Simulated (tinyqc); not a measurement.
Plane-wave Kohn-Sham cycle with exchange-only LDA in a layered model solid, step by step. Computed by tinyqc, a small Python program that keeps every step. Settings: points = 16, plane-wave index or count = 3, electrons = 4, k points = 2, area = 17.0, mixing = 0.1, iteration cap = 51. Command: `OMP_NUM_THREADS=1 python tinyqc.py 28160 28161 out.jsonl` (the two numbers bound the seeds that draw the settings). One thread of a shared host (Intel(R) Xeon(R) Processor @ 2.60GHz), about 0.01 s of CPU time with the checks. Later iterations appear only in the table of the cycle.

## Iteration 1: potential

A solid whose potential varies along x alone (atomic units):
```
parameter                      value
period a                    7.800000
cross-section of the cell  17.000000
electrons per cell                 4
grid points                       16
plane waves -n..n, n               3
k points                           2
V1 in V1 cos(2 pi x/a)     -0.170000
V2 in V2 cos(4 pi x/a)      0.050000
```

density at the start, on the grid x_j = j a/N (e/bohr^3): 0.030166  0.030166  0.030166  0.030166  0.030166  0.030166  0.030166  0.030166  0.030166  0.030166  0.030166  0.030166  0.030166  0.030166  0.030166  0.030166

V_H(G) = 4 pi rho(G)/G^2 for G != 0 (uniform background); v_x = -(3 rho/pi)^(1/3); V = V_ext + V_H + v_x; Fourier components f(G_m) = (1/N) sum_j f(x_j) exp(-i G_m x_j).

Potentials on the grid (hartree):
```
x         V_ext     V_H      v_x        V
0.0000  -0.1200  0.0000  -0.3065  -0.4265
0.4875  -0.1217  0.0000  -0.3065  -0.4283
0.9750  -0.1202  0.0000  -0.3065  -0.4268
1.4625  -0.1004  0.0000  -0.3065  -0.4070
1.9500  -0.0500  0.0000  -0.3065  -0.3565
2.4375   0.0297  0.0000  -0.3065  -0.2768
2.9250   0.1202  0.0000  -0.3065  -0.1863
3.4125   0.1924  0.0000  -0.3065  -0.1141
3.9000   0.2200  0.0000  -0.3065  -0.0865
4.3875   0.1924  0.0000  -0.3065  -0.1141
4.8750   0.1202  0.0000  -0.3065  -0.1863
5.3625   0.0297  0.0000  -0.3065  -0.2768
5.8500  -0.0500  0.0000  -0.3065  -0.3565
6.3375  -0.1004  0.0000  -0.3065  -0.4070
6.8250  -0.1202  0.0000  -0.3065  -0.4268
7.3125  -0.1217  0.0000  -0.3065  -0.4283
```

V(G_m), m = 0, 1, 2, ... (hartree): -0.3065  -0.0850  0.0250  0.0000  0.0000  0.0000  0.0000

## Iteration 1: Hamiltonian at one k

k = 0.2500 2 pi / a

H(m,m') = (k + G_m)^2/2 delta + V(G_m - G_m'), with V(-G) = V(G).

H (hartree), lower triangle:
```
         -3       -2       -1       +0       +1       +2      +3
-3   2.1471
-2  -0.0850   0.6871
-1   0.0250  -0.0850  -0.1240
+0   0.0000   0.0250  -0.0850  -0.2863
+1   0.0000   0.0000   0.0250  -0.0850   0.2004
+2   0.0000   0.0000   0.0000   0.0250  -0.0850   1.3360
+3   0.0000   0.0000   0.0000   0.0000   0.0250  -0.0850  3.1204
```

## Iteration 1: levels at that k

Diagonalise the Hermitian matrix.

eigenvalues (hartree): -0.3318  -0.1073  0.2120  0.6919  1.3387  2.1524  3.1247

## Iteration 1: new density

Motion across x is left out: the lowest 2 band(s) hold two electrons at each of the k points (j + 1/2)/nk - 1/2. Residual R = rho(out) - rho(in); rho(new) = rho(in) + 0.1 R. rho(out) = 2/(a A nk) sum |psi|^2 with psi = sum c exp(i G x). Harris energy E = band energy - dV sum rho (V_H/2 + v_x) + (3/4) dV sum rho v_x with rho(in), dV = a A/N, band energy = (2/nk) sum of the filled levels.

rho(out) (e/bohr^3): 0.033935  0.035039  0.037136  0.037619  0.034760  0.029175  0.023147  0.018830  0.017306  0.018830  0.023147  0.029175  0.034760  0.037619  0.037136  0.035039

density after iteration 1 (e/bohr^3): 0.030543  0.030653  0.030863  0.030911  0.030625  0.030067  0.029464  0.029032  0.028880  0.029032  0.029464  0.030067  0.030625  0.030911  0.030863  0.030653

energy per cell = -0.571722 hartree

## Iteration 2: potential

As before.

Potentials on the grid (hartree):
```
x         V_ext      V_H      v_x        V
0.0000  -0.1200   0.0152  -0.3078  -0.4126
0.4875  -0.1217   0.0147  -0.3082  -0.4152
0.9750  -0.1202   0.0126  -0.3089  -0.4165
1.4625  -0.1004   0.0085  -0.3091  -0.4010
1.9500  -0.0500   0.0022  -0.3081  -0.3559
2.4375   0.0297  -0.0053  -0.3062  -0.2818
2.9250   0.1202  -0.0126  -0.3041  -0.1965
3.4125   0.1924  -0.0178  -0.3027  -0.1280
3.9000   0.2200  -0.0197  -0.3021  -0.1018
4.3875   0.1924  -0.0178  -0.3027  -0.1280
4.8750   0.1202  -0.0126  -0.3041  -0.1965
5.3625   0.0297  -0.0053  -0.3062  -0.2818
5.8500  -0.0500   0.0022  -0.3081  -0.3559
6.3375  -0.1004   0.0085  -0.3091  -0.4010
6.8250  -0.1202   0.0126  -0.3089  -0.4165
7.3125  -0.1217   0.0147  -0.3082  -0.4152
```

V(G_m), m = 0, 1, 2, ... (hartree): -0.3065  -0.0777  0.0247  0.0000  0.0000  0.0000  0.0000

## Iteration 2: Hamiltonian at one k

k = 0.2500 2 pi / a

As before.

H (hartree), lower triangle:
```
         -3       -2       -1       +0       +1       +2      +3
-3   2.1471
-2  -0.0777   0.6871
-1   0.0247  -0.0777  -0.1240
+0   0.0000   0.0247  -0.0777  -0.2862
+1   0.0000   0.0000   0.0247  -0.0777   0.2004
+2   0.0000   0.0000   0.0000   0.0247  -0.0777   1.3360
+3   0.0000   0.0000   0.0000   0.0000   0.0247  -0.0777  3.1204
```

## Iteration 2: levels at that k

As before.

eigenvalues (hartree): -0.3253  -0.1095  0.2104  0.6912  1.3383  2.1516  3.1241

## Iteration 2: new density

As before.

rho(out) (e/bohr^3): 0.033399  0.034453  0.036504  0.037125  0.034626  0.029471  0.023767  0.019615  0.018135  0.019615  0.023767  0.029471  0.034626  0.037125  0.036504  0.034453

density after iteration 2 (e/bohr^3): 0.030828  0.031033  0.031427  0.031533  0.031025  0.030007  0.028894  0.028091  0.027805  0.028091  0.028894  0.030007  0.031025  0.031533  0.031427  0.031033

energy per cell = -0.563587 hartree

## Convergence

Stop when sqrt(dV sum R^2) is below 1e-8, dV = a A/N.

Course of the cycle:
```
iteration  E (hartree)  norm of the residual
1            -0.571722              8.32e-02
2            -0.563587              6.86e-02
3            -0.558196              5.67e-02
4            -0.554621              4.70e-02
5            -0.552247              3.91e-02
6            -0.550670              3.26e-02
7            -0.549619              2.72e-02
8            -0.548919              2.28e-02
9            -0.548452              1.92e-02
10           -0.548139              1.62e-02
11           -0.547929              1.38e-02
...                ...                   ...
41           -0.547491              2.75e-04
42           -0.547491              2.45e-04
43           -0.547491              2.17e-04
44           -0.547491              1.93e-04
45           -0.547491              1.72e-04
46           -0.547491              1.53e-04
47           -0.547491              1.36e-04
48           -0.547491              1.21e-04
49           -0.547491              1.08e-04
50           -0.547491              9.58e-05
51           -0.547491              8.53e-05
```

Not converged within 51 iterations: the residual falls steadily but slowly, by a factor of about 0.89 a step. Reruns (cap 100 unless said): mixing 0.5, Kerker q0 1.0: converged in 37 (E = -0.54749); mixing 0.3, Pulay depth 5: converged in 8 (E = -0.54749); the original settings with a cap of 400: converged in 130 (E = -0.54749).
